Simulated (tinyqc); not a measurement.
# Worked calculation: lossy on-chip transmission line with skin effect

Computed by the program tinyqc: `OMP_NUM_THREADS=1 python tinyqc.py 2810126 2810127 out.jsonl`, one thread of a shared Intel Xeon 2.30GHz, about 0.01 s for the whole run. Printed values are rounded.

A uniform line in a homogeneous dielectric: c = sqrt(er)/(c0 Z0), l = Z0 sqrt(er)/c0 (c0 = 299792458 m/s), g = w c td, w = 2 pi f. The resistance joins its limits as r = sqrt(r_dc^2 + r_hf^2), with r_dc = rho/(wd th), r_hf = kr rho/(2 delta (wd + th)), delta = sqrt(rho/(pi f mu0)), mu0 = 4 pi 1e-7 H/m; this is an interpolation, and internal inductance, up to 0.05 nH/mm at low frequency, is neglected.

Inputs (values chosen for the exercise): width of the strip wd = 4 um; thickness of the strip th = 2 um; resistivity rho = 2.2 uohm cm; relative permittivity er = 3.9; loss tangent td = 0.005; lossless impedance sqrt(l/c) Z0 = 60 ohm; factor for crowding and the return path kr = 2; length len = 0.41 mm; source resistance Rg = 25 ohm; load resistance RL = 50 ohm; load capacitance CL = 20 fF; frequency f = 0.34 GHz.

## Line constants

delta, r_dc, r_hf, r, l, c and g as defined.

delta = 4.04848 um
r_dc = 2.75 ohm/mm
r_hf = 0.905690 ohm/mm
r = 2.89530 ohm/mm
l = 0.395242 nH/mm
c = 109.789 pF/m
g = 0.00117271 S/m

r is 1.05 times r_dc; the skin depth is 2.02 of the thickness.

## Propagation constant and impedance

gamma = sqrt((r + i w l)(g + i w c)) = alpha + i beta, Zc = sqrt((r + i w l)/(g + i w c)), roots with positive real part; loss 8.685889638 alpha in dB; phase velocity w/beta.

gamma len = (6.56464+8.70708i) x 1e-3
Zc = 90.8852-67.8121i ohm
loss = 0.139072 dB/mm
phase velocity over c0 = 0.335544
r/(w l) = 3.42904

r exceeds w l, so the line behaves mainly as an RC line at this frequency.

## Reflection, input impedance and transfer

ZL = 1/(1/RL + i w CL); reflection (ZL - Zc)/(ZL + Zc); Zin = Zc (ZL + Zc tanh(gamma len))/(Zc + ZL tanh(gamma len)); H = V_load/V_source = [Zin/(Zin + Rg)]/[cosh(gamma len) + (Zc/ZL) sinh(gamma len)].

ZL = 49.9998-0.1068i ohm
reflection at the load = -0.423465+0.276424i
Zin = 51.1851-0.0068i ohm
H = 0.656260-0.004536i
|H| = -3.65828 dB
